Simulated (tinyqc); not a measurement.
Blur against noise: chemically amplified photoresist: aerial image, acid generation, bake, development and line width. Computed by tinyqc, a small Python program. Command: `OMP_NUM_THREADS=1 python tinyqc.py 3000327 3000328 out.jsonl resist walk`. One thread of a shared host (Intel(R) Xeon(R) Processor @ 2.30GHz), about 0.02 s of CPU time with the checks.

Lines and spaces of pitch p with a two-beam-like image; x = 0 is the middle of the bright space. The resist is positive and treated as uniform in depth.

Inputs (values chosen for the exercise, for a model resist at 13.5 nm):
```
quantity                      value     unit
pitch p                          32       nm
image contrast c               0.61        -
mean dose E                    10.2  mJ/cm^2
Dill parameter C              0.017  cm^2/mJ
bake time t                      60        s
photon energy                 91.84       eV
absorption coefficient alpha    6.9     1/um
```

Method:
- Dose E(x) = E [1 + c cos(2 pi x/p)]; acid h = 1 - exp(-C E(x)).
- Bake: the acid image is blurred by a Gaussian of variance sigma^2 = 2 D t (each Fourier term k of h, taken on 64 points, is multiplied by exp(-4 pi^2 k^2 D t/p^2)).
- For each sigma the edge is held at x = p/4; N is taken at the mean dose; edge noise = (dh/d ln E)/(sqrt(N V) |dh/dx|), both derivatives taken of the blurred acid, V = (2 sqrt(pi) sigma)^3, N = E alpha/(photon energy), 1 mJ/cm^2 = 62.41509 eV/nm^2.

Trade-off:
```
sigma/p  sigma (nm)  blur factor  photons in V  edge noise (nm)
0.02           0.64      0.99214    5.5855e-01           11.249
0.04           1.28      0.96891    4.4684e+00            4.061
0.07           2.24      0.90781    2.3948e+01            1.860
0.10           3.20      0.82087    6.9819e+01            1.196
0.14           4.48      0.67917    1.9158e+02            0.866
0.18           5.76      0.52753    4.0718e+02            0.762
0.22           7.04      0.38467    7.4343e+02            0.772
0.27           8.64      0.23717    1.3742e+03            0.920
0.33          10.56      0.11653    2.5091e+03            1.386
```

What does the comparison show, and why?

The noise is least near sigma/p = 0.18 among these rows. More diffusion averages over more photons (noise falls as sigma^(-3/2)) until it erases the image slope (factor exp(-2 pi^2 sigma^2/p^2)); for a pure cosine the two balance at sigma/p = sqrt(3/8)/pi = 0.195. Caution: for a film thinner than the blur the noise falls as 1/sigma only, and the optimum moves to sigma/p = 1/(2 pi) = 0.159. Caution: rows with under about ten photons in V are beyond a Gaussian noise estimate.

Extremes, crossings and ranges named in words are read from the listed rows.
